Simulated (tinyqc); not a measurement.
Trap and transport parameters from the curve.

Question. A layer shows an ohmic current q n0 mu V/L, then a square law (9/8) th eps0 eps_r mu V^2/L^3 above Vx = 8 q n0 L^2/(9 th eps0 eps_r), and trap filling at V_TFL = q Nt L^2/(2 eps0 eps_r). th = y/(1 + y), y = (Nc/Nt) exp(-Et/kB T). The square-law current at V is given. Find th, n0, Nt and Et.

Inputs (values chosen for the exercise):
- T = 300 K (temperature)
- eps_r = 24.5 (relative permittivity)
- mu = 12 cm^2/(V s) (mobility)
- L = 1500 nm (thickness)
- Nc = 2e20 cm^-3 (band density of states)
- V = 6.2 V (voltage)

Constants: q = 1.602176634e-19 C, kB = 1.380649e-23 J/K, Vt = kB T/q, eps0 = 8.8541878128e-14 F/cm where lengths are in cm. Results are converted to the units shown.

Mott-Gurney J = 8.3287335e-4 A/cm^2
Vx = 0.94650906 V
V_TFL = 83.089874 V

Solution. The square law gives th, Vx gives n0, V_TFL gives Nt, and th with Nt gives Et.

th = 2.497e-6
n0 = 1.600e9 cm^-3
Nt = 1.000e17 cm^-3
Et = 0.5300 eV

tinyqc, about 0.01 s, one thread, Intel Xeon 2.30GHz (shared host): `OMP_NUM_THREADS=1 python tinyqc.py 2370072 2370073 out.jsonl`
